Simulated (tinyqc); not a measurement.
Worked calculation: Born-von Karman spring model of a cubic crystal with one atom per cell. Computed by tinyqc, a small Python program that keeps every step. Command: `OMP_NUM_THREADS=1 python tinyqc.py 3015567 3015568 out.jsonl springs walk`. One thread of a shared host (Intel(R) Xeon(R) Processor @ 2.30GHz), about 0.2 s of CPU time with the checks. Intermediate numbers are printed to about 7 digits and carried at full precision; extremes and crossings named in words are read from the listed rows.

First neighbours lie at a/2 (1,1,0) (12 of them), second at a (1,0,0) (6), with all permutations and signs; the volume per atom is Omega = a^3/4. Two shells of springs match a real metal only roughly, above all at the zone boundary.

Inputs (values chosen for the exercise, modelled on silver):
```
quantity                 value           unit
lattice constant a        4.09       angstrom
atomic mass M           107.87              u
radial spring k1L         1.38  eV/angstrom^2
transverse spring k1T     -0.1  eV/angstrom^2
radial spring k2L       0.0092  eV/angstrom^2
transverse spring k2T  -0.0086  eV/angstrom^2
mesh divisions n             6              -
temperature T              100              K
```

Lattice: fcc.

wave vector q (2 pi/a): 0.39  0.47  0.38

Constants: nu for 1 eV/(angstrom^2 u) = 15.6333042 THz; 1 eV/angstrom^3 = 160.2176634 GPa; u = 1.6605390666e-27 kg; h x 1 THz = 4.135667696 meV; k_B = 8.617333262e-05 eV/K; hbar^2/u = 4.18015928e-03 eV angstrom^2; hbar = 1.054571817e-34 J s; k_B = 1.380649e-23 J/K.

## Dynamical matrix at q

A neighbour at R with unit vector n couples by the matrix K(R) = kL n n^T + kT (1 - n n^T), and D(q) = (1/M) sum_R K(R) [1 - cos(q.R)].

D(q) (eV/(angstrom^2 u)):
```
            x           y           z
x  0.03987918  0.02570360  0.02400514
y  0.02570360  0.04242020  0.02540024
z  0.02400514  0.02540024  0.03978958
```

## Frequencies and polarisations

Diagonalise D. An eigenvalue lambda of D in eV/(angstrom^2 u) gives nu = 15.6333042 THz x sqrt(lambda). Eigenvectors are columns, with the largest component positive; the longitudinal weight is (e.q)^2/q^2.

eigenvalues (eV/(angstrom^2 u)): 0.01539217  0.01587708  0.09081971

frequencies (THz): 1.939549  1.969863  4.711301

polarisation vectors:
```
       mode 1      mode 2     mode 3
x  -0.6239992  -0.5365003  0.5681482
y   0.7608458  -0.2513740  0.5982682
z  -0.1781534   0.8055921  0.5650511
```

longitudinal weights: 0.0041862  0.0008732  0.9949406

Mode 3 is the most longitudinal, with weight 0.99.

## Elastic constants from long waves

[ij,kl] = (1/(2 Omega)) sum_R K_ij R_k R_l; C11 = [xx,xx], C44 = [xx,yy], C12 = 2 [xy,xy] - C44; B = (C11 + 2 C12)/3; Zener ratio A = 2 C44/(C11 - C12). K(R) = kL n n^T + kT (1 - n n^T).

C11 = 101.7245 GPa

C12 = 74.99283 GPa

C44 = 40.95931 GPa

bulk modulus B = 83.90339 GPa

Zener ratio A = 3.064478

C12 - C44 = 34.03 GPa: the Cauchy relation fails because sum_R kT R^2 is not zero; a negative sum gives a positive Cauchy pressure.

## Sound velocities

rho = M/Omega and v = sqrt(C/rho), with C = C11, C44, C44 along [100]; (C11 + C12 + 2 C44)/2, C44, (C11 - C12)/2 along [110]; (C11 + 2 C12 + 4 C44)/3 and twice (C11 - C12 + C44)/3 along [111].

density rho = 10472.25 kg/m^3

Velocities (m/s):
```
direction  longitudinal  transverse 1  transverse 2
[100]          3116.685      1977.682      1977.682
[110]          3514.063      1977.682      1129.739
[111]          3636.887      1467.861      1467.861
```

Along [110] the two transverse waves differ by a factor sqrt(2 C44/(C11 - C12)) = 1.751.

## Frequencies at the zone boundary

The formulas are those given above.

Frequencies (THz) at points given in 2 pi/a:
```
point                  nu 1      nu 2      nu 3
X (1, 0, 0)        3.128544  3.128544  4.816709
L (0.5, 0.5, 0.5)  1.978665  1.978665  4.902495
W (1, 0.5, 0)      3.141841  4.051703  4.051703
K (0.75, 0.75, 0)  2.811402  3.822359  4.389983
```

## Highest frequency at X

Take the highest frequency at X = (1, 0, 0) (2 pi/a).

highest frequency at X = 4.816709 THz

## Dispersion against the sound-wave line

The last column divides the top branch by the straight line with its slope at G. End points in 2 pi/a: X = (1, 0, 0), L = (0.5, 0.5, 0.5).

Frequencies (THz) along two lines:
```
line  fraction of the way      nu 1      nu 2      nu 3  nu 3 / linear
G-X                  0.10  0.481749  0.481749  0.758764      0.9957200
G-X                  0.25  1.180855  1.180855  1.854549      0.9734836
G-X                  0.40  1.819643  1.819643  2.844478      0.9331964
G-X                  0.55  2.362930  2.362930  3.673741      0.8765492
G-X                  0.70  2.778388  2.778388  4.298072      0.8057608
G-X                  0.85  3.039461  3.039461  4.685457      0.7233750
G-X                  1.00  3.128544  3.128544  4.816709      0.6320928
G-L                  0.10  0.309531  0.309531  0.766919      0.9958927
G-L                  0.25  0.757202  0.757202  1.876104      0.9744954
G-L                  0.40  1.163030  1.163030  2.881614      0.9354893
G-L                  0.55  1.504589  1.504589  3.727887      0.8801627
G-L                  0.70  1.763004  1.763004  4.368155      0.8103320
G-L                  0.85  1.923994  1.923994  4.767039      0.7282705
G-L                  1.00  1.978665  1.978665  4.902495      0.6366198
```

Along G-X the top branch ends at 63 % of its linear extrapolation, near the 2/pi = 64 % of a chain with one spring. Along G-L the top branch ends at 64 % of its linear extrapolation, which is the 2/pi of a pure sine: planes normal to this line couple to their next planes alone. A Debye model keeps the straight line throughout.

## Thermal sums on a mesh

Mesh: q = sum_i (m_i + 1/2)/n b_i, m_i = 0..n-1, with b = [[-1, 1, 1], [1, -1, 1], [1, 1, -1]] in 2 pi/a; sums are averages over the n^3 points, per atom. With x = h nu/(k_B T) and n = 1/(exp(x) - 1) for each mode: F = k_B T [x/2 + ln(1 - exp(-x))], U = k_B T x (n + 1/2), S/k_B = x n - ln(1 - exp(-x)), C/k_B = x^2 n (n + 1). <u_x^2> = (1/3) sum over modes of hbar^2/(2 M h nu) coth(x/2); zero-point energy = sum h nu/2. <u_x^2> converges slowly with the mesh, from below, with an error of order 1/n.

free energy F = 11.26174 meV/atom

energy U = 30.87312 meV/atom

entropy S = 2.275806 k_B/atom

heat capacity C = 2.474248 k_B/atom

<u_x^2> = 0.003791311 angstrom^2

zero-point energy = 19.26045 meV/atom

C is 82 % of the classical 3 k_B, and the zero-point energy is 62 % of U.

## Debye temperature from the elastic constants

Christoffel matrix G_xx = C11 n_x^2 + C44 (1 - n_x^2), G_xy = (C12 + C44) n_x n_y, with eigenvalues rho v^2; v_m^-3 is the mean of v^-3 over three branches and all directions (12 Gauss-Legendre points in cos(theta) times 24 angles phi = (j + 1/2) pi/12); q_D = (6 pi^2/Omega)^(1/3); Theta = hbar v_m q_D/k_B.

mean velocity v_m = 1748.396 m/s

Debye wave number q_D = 1.512796 1/angstrom

elastic Debye temperature = 202.0286 K

## Full spectrum, Debye and Einstein heat capacities

Mesh: q = sum_i (m_i + 1/2)/n b_i, m_i = 0..n-1, with b = [[-1, 1, 1], [1, -1, 1], [1, 1, -1]] in 2 pi/a; sums are averages over the n^3 points (here n = 14), per atom. Debye: C = 9 k_B (T/Theta)^3 int_0^(Theta/T) x^4 e^x/(e^x - 1)^2 dx with the elastic Theta. Einstein: three modes at the root-mean-square frequency. The last column is the Theta that makes the Debye formula give the full C at that T.

root-mean-square frequency = 3.264631 THz

Heat capacity (k_B/atom):
```
T (K)  full spectrum     Debye  Einstein  Theta from C (K)
24          0.436308  0.363649  0.187416          188.1394
36          0.988051  0.905805  0.751056          192.4954
51          1.577770  1.526542  1.442089          196.2877
71          2.088063  2.065558  2.030150          198.8349
100         2.474248  2.466950  2.454874          200.4331
150         2.746017  2.744587  2.741505          201.4252
200         2.852686  2.852349  2.851171          201.7890
300         2.933044  2.933061  2.932731          202.0543
```

The apparent Theta runs from 188 to 202 K against the elastic 202 K; at high T it tends to sqrt(5/3) h nu_rms/k_B = 202 K. At the lowest T the Debye value is 0.83 and the Einstein value 0.43 times the full one; dispersion bends the branches below the sound lines, so the real spectrum has more low modes than Debye assumes. At the highest T Debye misses by 5.7e-4 % and Einstein by 0.011 %.

Checks made by the program: slopes of the dispersion along [110] against the sound velocities (relative difference 2e-08); F = U - T S (relative difference below 1e-10).
